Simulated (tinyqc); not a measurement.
Conductance of a narrow metal strip with scatterers (square lattice, Green functions), step by step. Values are carried at full precision from step to step, so a last printed digit may differ when a step is redone from the rounded ones.

A strip of W sites across with hard walls, site energy 0 and hopping -t. Mode n = 1 to W has profile chi_n(j) = sqrt(2/(W + 1)) sin(n j pi/(W + 1)) and energy en = -2t cos(n pi/(W + 1)); E = en - 2t cos(kn a). With z_n = exp(i kn a) (Im k > 0 for closed modes, |z| < 1) each lead gives the self-energy -t z_n in mode n. One column carries the site energies v, here one foreign atom. In the mode basis V_nm = sum_j chi_n(j) v_j chi_m(j), G = (E - en + 2 t z_n - V)^-1, and t_nm = 2t sqrt(sin(kn a) sin(km a)) G_nm in size for open modes. T = sum |t_nm|^2, conductance (2e^2/h) T.

Constants: e^2/h = 3.874045865e-05 S.

Inputs chosen for the exercise (hopping and spacing of the size met in Cu or Al; the lattice is a model; shifted at random, so the results belong to these values and not to a real crystal): t = 1.62 eV (hopping); a = 2.51 angstrom (spacing); W = 3 (sites across); E = -0.66 eV (Fermi energy); v = (0, 0, 4.5) eV (site energies in the scattering column).

## Modes at the Fermi energy

For each n: en, cos(kn a) = (en - E)/(2t), z_n and the velocity 2 t a sin(kn a) (zero if closed).

Modes:

| n | en (eV) | cos(k a) | z | dE/dk (eV angstrom) |
|---|---|---|---|---|
| 1 | -2.2910 | -0.50340 | -0.50340+0.86405i | 7.0268 |
| 2 | 0.0000 | 0.20370 | 0.20370+0.97903i | 7.9619 |
| 3 | 2.2910 | 0.91081 | 0.91081+0.41282i | 3.3573 |

3 of 3 modes are open, so the clean strip has a resistance of 4302 ohm, whatever its length.

## The scatterer in the mode basis

Form V_nm.

V (eV), lower triangle:
```
         n=1      n=2     n=3
n=1   1.1250
n=2  -1.5910   2.2500
n=3   1.1250  -1.5910  1.1250
```

A single site couples every mode that has amplitude on it.

## Green function and transmission

E - en + 2 t z_n = 2t (z_n - cos(kn a)). Invert, form |t_nm|^2 = (2t)^2 Im(z_n) Im(z_m) |G_nm|^2 and sum. The added resistance is 1/(2 (e^2/h) T) less the same for the clean strip.

G (1/eV):
```
                 n=1              n=2              n=3
n=1  -0.0298-0.2990i   0.0372-0.0727i  -0.0624+0.1219i
n=2   0.0372-0.0727i  -0.0465-0.2245i   0.0779-0.1522i
n=3  -0.0624+0.1219i   0.0779-0.1522i  -0.1307-0.4925i
```

|t_nm|^2, lower triangle:
```
        n=1     n=2     n=3
n=1  0.7074
n=2  0.0592  0.5289
n=3  0.0702  0.1240  0.4645
```

T = 2.2078
added resistance = 1544 ohm

Mode 3 passes least (0.659) and mode 1 most (0.837); 23.0 % of the transmitted flux changes mode.

## Checks

- Transmitted plus reflected flux against the number of open modes: both 3.00000.

Run: tinyqc, `OMP_NUM_THREADS=1 python tinyqc.py 1451994 1451995 out.jsonl`; Intel(R) Xeon(R) Processor @ 2.30GHz, one thread, shared host; about 0.01 s of CPU time with all checks.
